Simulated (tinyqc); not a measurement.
# Worked calculation: read current of a NAND string, cells in series solved by shooting

Numbers from tinyqc (`OMP_NUM_THREADS=1 python tinyqc.py 2142230 2142231 out.jsonl`; about 0.4 s on one thread of a shared Intel Xeon 2.30GHz). Printed values are rounded.

Cells in series, numbered from 0 at the source line (0 V) to the bit line, each followed by a gap resistance Rg. A cell with gate Vg, threshold VT, source Vs and drain Vd passes I = 2 nf K Vt^2 [F(Vs) - F(Vd)]/(1 + th max(Vg - VT, 0)), F(V) = ln^2(1 + exp((Vg - VT - nf V)/(2 nf Vt))). The selected cell has Vg = Vr, the others Vg = Vp.

Values chosen for this exercise; values of the order met in vertical NAND strings:

| symbol | value | unit | meaning |
|---|---|---|---|
| T | 300 | K | temperature |
| K | 3.7 | uA/V^2 | gain factor of a cell |
| nf | 1.8 |  | slope factor |
| th | 0.09 | 1/V | mobility reduction factor |
| Rg | 1.2 | kohm | resistance of the gap between cells |
| Vbl | 0.5 | V | bit-line voltage |
| Vp | 5.6 | V | pass voltage |
| Vr | 3.49 | V | read voltage on the selected word line |

Constants: q = 1.602176634e-19 C, kB = 1.380649e-23 J/K, Vt = kB T/q. Results are converted to the units shown.

## Step 1: node voltages for a trial current

first trial current = 0.48 uA
thresholds from the source end, cell 0 to 4 (V): 3.5  -0.8  2.3  -0.8  -0.8

For a trial current I start at 0 V and, cell by cell (the selected one is cell 2), solve for the drain: sqrt(F(Vd)) = sqrt(F(Vs) - I/k), k = 2 nf K Vt^2/(1 + th max(Vg - VT, 0)), Vd = [Vg - VT - 2 nf Vt ln(exp(sqrt F) - 1)]/nf, then add I Rg.

node voltage after each cell and gap, trial 1, cell 0 to 4 (V): 0.0764981  0.109877  0.281881  0.317339  0.353184

## Step 2: node voltages for a trial current

second trial current = 0.54 uA

As before.

node voltage after each cell and gap, trial 2, cell 0 to 4 (V): 0.0864353  0.124116  0.331943  0.372478  0.413527

## Course of the secant iteration

Secant steps on the end voltage less Vbl, from the two trials; a trial above the saturation current of a cell has no solution and is moved halfway to the previous trial. Stop below 1e-9 V.

Course of the iteration:
```
iteration    I (uA)  end voltage - Vbl (V)  halvings
1          0.625981                 0.0179         0
2          0.611245               -2.25e-3         0
3          0.612893               -6.10e-5         0
4          0.612939                2.06e-7         0
5          0.612939              -1.89e-11         0
```

Converged in 5 iterations to I = 0.61294 uA. The selected cell takes 52.5 % of the bit-line voltage and the gaps together 0.736 %.
